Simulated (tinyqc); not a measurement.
## Front-illuminated p-i-n photodiode, quantum efficiency and bandwidth: efficiency and bandwidth against the diameter

Light enters through a p layer (0 to xp), a depleted layer (xp to xp + wi) and a thick n substrate, decaying as exp(-al x); one pass, no back reflection. Carriers made in the depleted layer are all collected; those in the neutral layers diffuse.

k = al Ln, s = S Ln/Dn, e = exp(-al xp); front layer f1 = (k/(k^2 - 1)) {[s + k - e (s cosh(xp/Ln) + sinh(xp/Ln))]/[s sinh(xp/Ln) + cosh(xp/Ln)] - k e}; depleted layer f2 = e (1 - exp(-al wi)); substrate f3 = e exp(-al wi) al Lp/(1 + al Lp); external efficiency (1 - Rf)(f1 + f2 + f3); responsivity = efficiency q lam/(h c). Drift response for pairs made in the depleted layer, a = al wi, g = 1 - exp(-a), u = 2 pi i f, te = wi/ve, th = wi/vh: electrons He = [g - a (exp(-a) - exp(-u te))/(u te - a)]/(u te g), holes Hh = [g - a (1 - exp(-a - u th))/(a + u th)]/(u th g); C = eps0 eps_r pi (dia/2)^2/wi + Cp; total |He + Hh|/sqrt(1 + (2 pi f RL C)^2), for the current of the depleted layer alone. Limits are the frequencies at which each factor falls to 1/sqrt(2); inverse-square sum (f_transit^-2 + f_RC^-2)^(-1/2); the diffusion currents f1 and f3 are left out of the bandwidth.

Inputs (values chosen for the exercise); values close to those of silicon at this wavelength: wavelength lam = 850 nm; absorption coefficient al = 560 1/cm; reflectance of the front face Rf = 0.05; relative permittivity eps_r = 11.4; thickness of the front p layer xp = 0.25 um; thickness of the depleted layer wi = 30 um; electron diffusion coefficient in the p layer Dn = 11 cm^2/s; electron diffusion length in the p layer Ln = 1.3 um; recombination velocity of the front surface S = 2000 cm/s; hole diffusion length in the thick n substrate Lp = 10 um; electron drift velocity ve = 1.02e7 cm/s; hole drift velocity vh = 6.78e6 cm/s; load resistance RL = 50 ohm; parasitic capacitance Cp = 20 fF.

Constants: q = 1.602176634e-19 C, h = 6.62607015e-34 J s, c = 299792458 m/s, eps0 = 8.8541878128e-14 F/cm where lengths are in cm. Results are converted to the units shown.

The same in every row: f2 = 0.8023; f1 + f3 = 0.07968; responsivity (A/W) = 0.5744; transit limit (GHz) = 1.610.

Result of one run:
```
RC limit (GHz)	3 dB bandwidth (GHz)	inverse-square sum (GHz)	bandwidth x (1 - Rf) f2 (GHz)
157.1	1.610	1.610	1.227
```

Which diameter dia gave this result: 5, 10, 20, 200 or 1000 um?

dia = 10 um.

The whole series:
```
dia (um)	RC limit (GHz)	3 dB bandwidth (GHz)	inverse-square sum (GHz)	bandwidth x (1 - Rf) f2 (GHz)
5	158.6	1.610	1.610	1.227
10	157.1	1.610	1.610	1.227
20	151.2	1.610	1.610	1.227
50	119.6	1.610	1.610	1.227
100	68.56	1.609	1.610	1.227
200	25.32	1.605	1.607	1.224
500	4.677	1.492	1.522	1.137
1000	1.196	0.9205	0.9598	0.7016
```

As dia goes from 5 to 1000, the responsivity stays at 0.574 A/W and the bandwidth falls from 1.61 to 0.920 GHz. The RC limit is the lower one for dia = 1000, the transit limit elsewhere. Adding inverse squares of the two limits is within 4.3 % of the full result.

tinyqc, about 0.01 s, one thread, Intel Xeon 2.30GHz (shared host): `OMP_NUM_THREADS=1 python tinyqc.py 2250116 2250117 out.jsonl`
